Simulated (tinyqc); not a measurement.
Octagonal on-chip spiral inductor, lumped pi model: one step of the calculation.

Outer diameter do = di + 2 n wd + 2 (n - 1) sp, mean da = (do + di)/2, fill p = (do - di)/(do + di), length l = 3.314 n da. L = 2.25 mu0 n^2 da/(1 + 3.55 p), mu0 = 4 pi 1e-7 H/m. Rs = rho l/(wd delta (1 - exp(-th/delta))), delta = sqrt(rho/(pi f mu0)). Cs = n wd^2 eps0 eo/hu across the coil. At each end Cox = l wd eps0 eo/(2 ho) leads to the substrate branch Rsi = 2 rs he/(l wd) in parallel with Csi = l wd eps0 11.7/(2 he). With one end grounded Y = 1/(Rs + i w L) + i w Cs + 1/[1/(i w Cox) + 1/(1/Rsi + i w Csi)], w = 2 pi f; Q = -Im Y/Re Y. Eddy currents in neighbouring turns and in the substrate are left out.

Task. Geometry and model elements. do, l, L, delta, Rs, Cs, Cox, Rsi and Csi as defined.

Values chosen for this exercise; values of the order met in silicon radio-frequency processes:
- n = 6.5 (number of turns)
- wd = 8 um (line width)
- sp = 1.5 um (space between turns)
- di = 80 um (inner diameter)
- th = 3.4 um (metal thickness)
- rho = 1.9 uohm cm (metal resistivity)
- ho = 9 um (oxide below the coil)
- hu = 1.1 um (oxide between coil and underpass)
- eo = 4.1 (relative permittivity of the oxide)
- rs = 20 ohm cm (substrate resistivity)
- he = 30 um (effective spreading depth in the substrate)
- f = 3.6 GHz (frequency)

Constants: eps0 = 8.8541878128e-12 F/m. Results are converted to the units shown.

Wanted: do; l; L; delta; Rs; Cs; Cox; Rsi; Csi.

Result.

do = 200.5 um
l = 3021 um
L = 6.635 nH
delta = 1.156 um
Rs = 6.552 ohm
Cs = 13.73 fF
Cox = 48.74 fF
Rsi = 496.5 ohm
Csi = 41.73 fF

Computed by the program tinyqc: `OMP_NUM_THREADS=1 python tinyqc.py 2302012 2302013 out.jsonl`, one thread of a shared Intel Xeon 2.30GHz, about 0.01 s for the whole run.
